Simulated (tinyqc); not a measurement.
Inside a calculation. Model: inversion-layer mobility, back-scattering and ballistic limit of a field-effect transistor. Computed by tinyqc, a small Python program that keeps every step. Command: `OMP_NUM_THREADS=1 python tinyqc.py 3015152 3015153 out.jsonl mos walk`. One thread of a shared host (Intel(R) Xeon(R) Processor @ 2.30GHz), about 0.01 s of CPU time with the checks. Intermediate numbers are printed to about 6 digits and carried at full precision; extremes and crossings named in words are read from the listed rows.

The charge at the top of the source barrier is fixed by the gate; series resistance and short-channel effects are left out. F_j are Fermi integrals normalised to exp(eta) in the classical limit.

Inputs (values chosen for the exercise, modelled on a silicon p-channel): transport mass m = 0.3 m_0; valley degeneracy g_v = 1; weight w of the inversion charge = 0.333; permittivity eps = 11.7; phonon mobility at 1 MV/cm and 300 K, mu_ph = 100 cm^2/(V s); roughness mobility at 1 MV/cm, mu_sr = 110 cm^2/(V s); Coulomb mobility at N_inv = 1e12/cm^2, mu_C = 360 cm^2/(V s); electrical oxide thickness t_inv = 2.1 nm; depletion charge N_dep = 3.5e+12 1/cm^2; gate overdrive V_G - V_T = 0.99 V; drain voltage V_D = 0.05 V; channel length L = 340 nm; exponent a of the critical length = 0.8; temperature T = 77 K.

Statistics at the top of the barrier: Fermi-Dirac.

Constants: eps_0 = 8.8541878128e-12 F/m; e = 1.602176634e-19 C; m_0 = 9.1093837015e-31 kg; k_B = 1.380649e-23 J/K; hbar = 1.054571817e-34 J s; k_B = 8.617333262e-05 eV/K.

## Charge and field

N_inv = 3.9 eps_0 (V_G - V_T)/(e t_inv); effective field E_eff = e (N_dep + w N_inv)/(eps eps_0).

inversion density N_inv = 1.01606e+13 1/cm^2

effective field E_eff = 1.06459 MV/cm

## Effective mobility

mu_phonon = mu_ph (E_eff/1 MV/cm)^(-0.3) (T/300 K)^(-1.75); mu_rough = mu_sr (E_eff/1 MV/cm)^(-2); mu_Coulomb = mu_C (N_inv/1e12 cm^-2) (T/300 K); Matthiessen's rule adds 1/mu.

phonon part = 1060.35 cm^2/(V s)

roughness part = 97.0567 cm^2/(V s)

Coulomb part = 938.838 cm^2/(V s)

effective mobility mu = 81.2249 cm^2/(V s)

The roughness part is the lowest and holds 84 % of 1/mu.

## Ballistic limit

F_j(eta) = (1/Gamma(j + 1)) int_0^infinity x^j/(1 + exp(x - eta)) dx, F_0 = ln(1 + exp(eta)). Integrals over x = E/(k_B T) use 160 Gauss-Legendre points in u = sqrt(x) from 0 to sqrt(max(eta, 0) + 32). Ballistic channel: N_2D = g_v m k_B T/(pi hbar^2), U = e V_D/(k_B T); eta_F solves N_inv = (N_2D/2)[F_0(eta_F) + F_0(eta_F - U)]; v_T = sqrt(2 k_B T/(pi m)); I/W = e (N_2D/2) v_T [F_1/2(eta_F) - F_1/2(eta_F - U)]; injection velocity v_T F_1/2(eta_F)/F_0(eta_F).

N_2D = 8.31538e+11 1/cm^2

eta_F = 15.9866

thermal velocity v_T = 0.497648 1e7 cm/s

injection velocity = 1.50405 1e7 cm/s

ballistic current I/W = 978.297 microampere/micrometre

Degeneracy raises the injection velocity by a factor 3.02.

## Back-scattering

Mean free path lambda = (2 k_B T/e)(mu/v_T) F_0(eta_0)/F_-1/2(eta_0), with eta_0 from N_inv = N_2D F_0(eta_0); critical length l = L (1 + U)^(-a), an empirical rule; back-scattering r = l/(l + lambda). Then eta solves N_inv = (N_2D/2)[(1 + r) F_0(eta) + (1 - r) F_0(eta - U)] and I/W = e (N_2D/2) v_T (1 - r)[F_1/2(eta) - F_1/2(eta - U)]. Ballistic ratio: I over the ballistic current. Apparent mobility 1/(1/mu + 1/mu_B), mu_B = mu L/lambda.

eta_0 = 12.2190

mean free path lambda = 6.72918 nm

critical length l = 61.1645 nm

back-scattering coefficient r = 0.900887

current I/W = 81.7842 microampere/micrometre

ballistic ratio = 0.0835985

apparent low-field mobility = 79.6486 cm^2/(V s)

L/lambda = 50.53, but at this drain voltage only the first 61.2 nm can return a carrier to the source, so the device works at 8 % of its ballistic limit. Caution: the current exceeds the long-channel drift law, so the empirical rule for l, meant for short channels, is too generous here. Caution: in a degenerate gas the layer that can return carriers is set by E_F rather than k_B T, so l is underestimated.

## Channel length

The last column is the long-channel law e N_inv mu V/L with V = V_D - V_D^2/(2 V_ov) below pinch-off and V_ov/2 above, V_ov = V_G - V_T.

Currents (microampere/micrometre):
```
L (nm)         r      I/W  ballistic ratio  long-channel law
5       0.117908  846.616         0.865398           1288.87
10      0.210944  745.575         0.762115            644.44
20      0.348395  601.053         0.614387            322.22
40      0.516756  432.040         0.441625            161.11
80      0.681396  275.681         0.281797             80.55
160     0.810512  159.538         0.163077             40.28
400     0.914482   70.347         0.071907             16.11
1000    0.963943   29.322         0.029973              6.44
```

The current scales as L^-0.96 at the long end and as L^-0.18 at the short end, where it reaches 87 % of the ballistic 978. The long-channel law passes the ballistic limit between 5.00 and 10.0 nm and has no meaning below. At 1000 nm the model gives 4.55 times the long-channel law; the rule for l is a fit for short devices and fails wherever the model exceeds that law. Raising mu by 10 % at 20 nm raises I by 3.7 %.

## The mobility curve

The formulas are those given above.

Mobilities (cm^2/(V s)):
```
V_G - V_T (V)  N_inv (1/cm^2)  E_eff (MV/cm)   phonon  roughness  Coulomb    total
0.03              3.07897e+11        0.55716  1287.68    354.345    28.45   25.807
0.06              6.15793e+11        0.57302  1276.89    335.005    56.90   46.854
0.12              1.23159e+12        0.60474  1256.42    300.789   113.80   77.472
0.20              2.05264e+12        0.64702  1231.20    262.758   189.66  101.107
0.35              3.59213e+12        0.72631  1189.23    208.522   331.91  115.615
0.50              5.13161e+12        0.80559  1152.84    169.497   474.16  112.660
0.75              7.69742e+12        0.93774  1101.49    125.093   711.24   97.013
1.00              1.02632e+13        1.06988  1058.77     96.100   948.32   80.614
1.50              1.53948e+13        1.33416   990.92     61.798  1422.48   55.885
```

The lowest part is Coulomb from 0.0300 to 0.200, roughness from 0.350 to 1.50 V. The total peaks at 116 near E_eff = 0.73 MV/cm: screening lifts it at low density and the field presses it down at high density.

Checks made by the program: long channel and small V_D against the drift formula e N mu V_D/L (relative difference 1e-03).
